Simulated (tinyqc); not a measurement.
## Isotype n-N heterojunction, non-linear Poisson equation by Newton steps, Fermi-Dirac statistics: effect of the donor density of material 2

One dimension, material 1 (n-type) at x < 0 and material 2 (n-type) at x > 0. Band edges: Ec = -psi in material 1 and -psi + dEc in material 2, Ev = Ec - Eg. Equilibrium, Fermi level at 0. n = Nc F((EFn - Ec)/Vt), p = Nv F((Ev - EFp)/Vt), with F(eta) = F_1/2(eta) = (2/sqrt(pi)) int_0^infinity sqrt(u) du/(1 + exp(u - eta)) (Fermi-Dirac statistics); full ionisation, no interface charge, classical densities; the doping types are chosen for the exercise.

Exact first integral: on each side D^2/(2 eps0 er) = G, G = q [Vt (nI_j - nI_b) + Vt (pI_j - pI_b) - C (psi_j - psi_b)], with C = +N1 or +N2, b the neutral end of that side, and nI, pI the densities with F_1/2 replaced by F_3/2(eta) = (4/(3 sqrt(pi))) int_0^infinity u^(3/2) du/(1 + exp(u - eta)). D is continuous, so er1 G1(psi_j) = er2 G2(psi_j) fixes psi_j. Ends from Nc1 F(psi_L/Vt) = N1 and Nc2 F((V + psi_R - dEc)/Vt) = N2. D is counted positive when psi rises towards material 2.

Values chosen for this exercise; band and dielectric values close to those of CdS and CdTe: temperature T = 400 K; band gap of material 1 Eg1 = 2.44 eV; relative permittivity of material 1 er1 = 9.18; conduction-band density of states of material 1 Nc1 = 3.4e18 cm^-3; valence-band density of states of material 1 Nv1 = 2.8e19 cm^-3; band gap of material 2 Eg2 = 1.53 eV; relative permittivity of material 2 er2 = 10; conduction-band density of states of material 2 Nc2 = 1.21e18 cm^-3; valence-band density of states of material 2 Nv2 = 2.73e19 cm^-3; conduction-band offset Ec2 - Ec1 dEc = 0.11 eV; donor density of material 1 N1 = 8.5e16 cm^-3; bias of side 1 against side 2 V = 0 V.

Constants: q = 1.602176634e-19 C, kB = 1.380649e-23 J/K, Vt = kB T/q, eps0 = 8.8541878128e-14 F/cm where lengths are in cm. Results are converted to the units shown.

Results:
```
N2 (cm^-3),psi_R - psi_L (V),psi_j - psi_L (V),psi_R - psi_j (V),D/q (cm^-2),n_j in 1 (cm^-3),n_j in 2 (cm^-3)
4.7e16,0.1254,0.03904,0.08632,1.682e11,2.591e17,3.890e15
8.3e16,0.1453,0.05134,0.09398,2.373e11,3.661e17,5.556e15
1.4e17,0.1639,0.06425,0.09967,3.207e11,5.237e17,8.074e15
2.5e17,0.1850,0.08024,0.1048,4.423e11,8.088e17,1.282e16
4.5e17,0.2073,0.09816,0.1091,6.068e11,1.294e18,2.151e16
1.4e18,0.2558,0.1378,0.1179,1.100e12,3.323e18,6.706e16
2.4e18,0.2840,0.1596,0.1244,1.457e12,5.188e18,1.242e17
```

Estimate the missing row, N2 = 7.8e17 cm^-3.

Computed row:
```
N2 (cm^-3),psi_R - psi_L (V),psi_j - psi_L (V),psi_R - psi_j (V),D/q (cm^-2),n_j in 1 (cm^-3),n_j in 2 (cm^-3)
7.8e17,0.2295,0.1165,0.1130,8.110e11,2.039e18,3.644e16
```

With this row back in the table: As N2 goes from 4.7e16 to 2.4e18, the total bending rises from 0.125 to 0.284 V and the sheet charge D/q rises from 1.68e11 to 1.46e12 cm^-2; the share of the bending in material 1 rises from 31.1 to 56.2 %. In every row electrons move into material 1, which accumulates, while the other side depletes. For N2 = 2.4e18 the carriers at the interface are degenerate and confined to a layer thin enough for quantisation, which is left out.

tinyqc, about 0.1 s, one thread, Intel Xeon 2.30GHz (shared host): `OMP_NUM_THREADS=1 python tinyqc.py 2040140 2040141 out.jsonl`
